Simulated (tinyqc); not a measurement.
Kink density above f_c: Frenkel-Kontorova chain: a misfit dislocation (kink) in a monolayer on a periodic substrate. Computed by tinyqc, a small Python program. Command: `OMP_NUM_THREADS=1 python tinyqc.py 3012665 3012666 out.jsonl fkchain walk`. One thread of a shared host (Intel(R) Xeon(R) Processor @ 2.30GHz), about 0.02 s of CPU time with the checks.

E = sum_j [(k/2)(x_(j+1) - x_j - b)^2 + (W/2)(1 - cos(2 pi x_j/a))], x_j = a (j + u_j). A kink takes u from 0 to 1: the chain is stretched by one period and has one atom fewer than wells.

Inputs (values chosen for the exercise, for a model overlayer):
```
quantity              value           unit
spring constant k      10.7  eV/angstrom^2
substrate period a     3.18       angstrom
corrugation W          7.47             eV
misfit f = (b - a)/a    0.3              -
atomic mass M            50              u
```

Constants: nu for 1 eV/(angstrom^2 u) = 15.6333042 THz.

Method. l0 = sqrt(k a^2/(2 W)); kink u(j) = (2/pi) arctan exp(pi j/l0); kink energy at f = 0: E0 = (4/pi) W l0; with misfit E0 - k a^2 f; kinks become favourable at f_c = 2/(pi l0), and a coherent chain with free ends loses stability at f_m = 1/l0. Lowest vibration of the flat chain: nu0 = 15.6333042 THz x sqrt(2 pi^2 W/(a^2 M)). Frank and van der Merwe: the modulus q solves f = 2 E(q)/(pi l0 q), and the kinks per atom are pi/(2 l0 q K(q)), with the complete elliptic integrals K and E; strain left = f - density (for f above f_c = 2/(pi l0)).

critical misfit f_c = 0.236557

kink width l0 = 2.69119

Continuum ground state:
```
f             q  kinks per atom  strain left
0.2377  0.99904         0.12941      0.10829
0.2413  0.99527         0.15746      0.08384
0.2484  0.98667         0.18391      0.06449
0.2602  0.97075         0.21171      0.04849
0.2839  0.93617         0.25151      0.03239
0.3312  0.86544         0.31300      0.01820
0.4021  0.76740         0.39252      0.00958
0.5204  0.63533         0.51611      0.00429
```

0.48 % above f_c the density is already 0.54 of f: kinks repel only exponentially, so they flood in, as 1/|ln(f - f_c)|. At 2.2 f_c they take up 99.2 % of the misfit and the layer floats nearly free. Caution: a corrugation above 1 eV is larger than real overlayers usually show; it is chosen to keep the kink narrow. Caution: for l0 below about 3 the kink spans few atoms, and the continuum kink energy is off by about 2 per cent or more.
